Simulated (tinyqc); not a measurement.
# Worked calculation: on-chip interconnect, size-dependent resistivity and RC delay

Computed by the program tinyqc: `OMP_NUM_THREADS=1 python tinyqc.py 2100125 2100126 out.jsonl`, one thread of a shared Intel Xeon 2.30GHz, about 0.01 s for the whole run. Printed values are rounded.

A rectangular line between two neighbours and two ground planes. Surface and grain-boundary scattering are added to the bulk resistivity as corrections; capacitances are parallel-plate values without fringing; inductance is ignored.

Values chosen for this exercise; metal values close to those of copper:
```
symbol,value,unit,meaning
rho0,1.68,uohm cm,bulk resistivity
lam,40.9,nm,bulk mean free path
ps,0,,specular share of surface scattering
Rg,0.39,,reflection coefficient of grain boundaries
gr,1,,grain size over the metal width
wd,75,nm,drawn line width
AR,2,,"aspect ratio, height over width"
tl,2.2,nm,"liner on both walls and the bottom, not conducting"
sp,110,nm,space to the neighbouring lines
hd,130,nm,dielectric height to the planes above and below
ek,2.7,,relative permittivity of the dielectric
Mf,1,,Miller factor of the neighbours
Lw,71,um,line length
Rd,2400,ohm,driver resistance
Cl,0.057,fF,load capacitance
dt,4.1,ps,time step
```

Constants: eps0 = 8.8541878128e-12 F/m. Results are converted to the units shown.

## Resistivity, resistance and capacitance per length

Metal width x = wd - 2 tl, height y = AR wd - tl; grain boundaries (Mayadas-Shatzkes): al = (lam/(gr x)) Rg/(1 - Rg), g = 1/[1 - 3 al/2 + 3 al^2 - 3 al^3 ln(1 + 1/al)] - 1; surfaces (Fuchs-Sondheimer, thick limit): s = (3/8) lam (1 - ps)(1/x + 1/y); rho = rho0 (1 + g + s); r = rho/(x y); c = eps0 ek (2 wd/hd + 2 Mf AR wd/sp).

x = 70.6 nm
y = 147.8 nm
al = 0.370385
g = 0.523118
s = 0.321017
rho = 3.09815 uohm cm
r = 2.96909 ohm/um
c = 0.0927832 fF/um

rho is 1.84 times the bulk value; grain boundaries add more (0.523 against 0.321). The liner takes 7.25 % of the cross-section.

## Ladder and Elmore delays

7 equal pi sections: series Rs = r Lw/7; node capacitances c Lw/7, halved at nodes 0 and 7, with Cl added to node 7; Rd feeds node 0. Elmore delay of node k: the sum, over the resistors on the path to k, of resistance times all capacitance downstream of it.

Rs = 30.1150 ohm

```
node    C (fF)  Elmore delay (ps)
0     0.470543            15.9471
1     0.941087            16.1330
2     0.941087            16.2906
3     0.941087            16.4198
4     0.941087            16.5207
5     0.941087            16.5933
6     0.941087            16.6375
7     0.527543            16.6534
```

The far-end value equals Rd (c Lw + Cl) + r Lw (c Lw/2 + Cl) for any number of pi sections; the line resistance contributes 4.24 % of it.

## Step 1: node voltages after a time step

v at t = 0, node 0 to 7 (V): 0  0  0  0  0  0  0  0

A 1 V step is applied behind Rd at t = 0. C dv/dt = -G v + b, with G the conductance matrix of the ladder (1/Rs between neighbours, 1/Rd added at node 0) and b = (1 V/Rd, 0, ...). Trapezoidal step: (C/dt + G/2) v(new) = (C/dt - G/2) v + b.

v at t = 1 dt, node 0 to 7 (V): 0.270791  0.250965  0.234608  0.221495  0.211444  0.204316  0.200013  0.198475

## Step 2: node voltages after a time step

As before.

v at t = 2 dt, node 0 to 7 (V): 0.388139  0.391948  0.394238  0.395490  0.396086  0.396312  0.396367  0.396371

## Course in time

A 1 V step is applied behind Rd at t = 0. C dv/dt = -G v + b, with G the conductance matrix of the ladder (1/Rs between neighbours, 1/Rd added at node 0) and b = (1 V/Rd, 0, ...). Trapezoidal step: (C/dt + G/2) v(new) = (C/dt - G/2) v + b. The last column solves the same ladder exactly by its modes.

Voltages (V):
```
t (ps)  node 0  node 3  node 7  node 7, exact
4.100   0.2708  0.2215  0.1985         0.2097
8.200   0.3881  0.3955  0.3964         0.3844
12.30   0.5648  0.5280  0.5135         0.5204
16.40   0.6239  0.6349  0.6357         0.6264
20.50   0.7420  0.7134  0.7047         0.7089
24.60   0.7672  0.7799  0.7802         0.7733
28.70   0.8486  0.8257  0.8207         0.8234
32.80   0.8545  0.8676  0.8673         0.8624
36.90   0.9127  0.8936  0.8912         0.8928
41.00   0.9078  0.9207  0.9199         0.9165
45.10   0.9512  0.9348  0.9341         0.9349
49.20   0.9404  0.9528  0.9515         0.9493
```

The far end of the ladder reaches 0.5 V at 11.62 ps, 0.698 of its Elmore delay (ln 2 = 0.693 for a single pole); the slowest mode has a time constant of 16.42 ps. The largest error of the trapezoidal steps at that node is 12 mV. Node 0 swings up and down from step to step: the trapezoidal rule does not damp modes much faster than dt, so these swings are numerical.
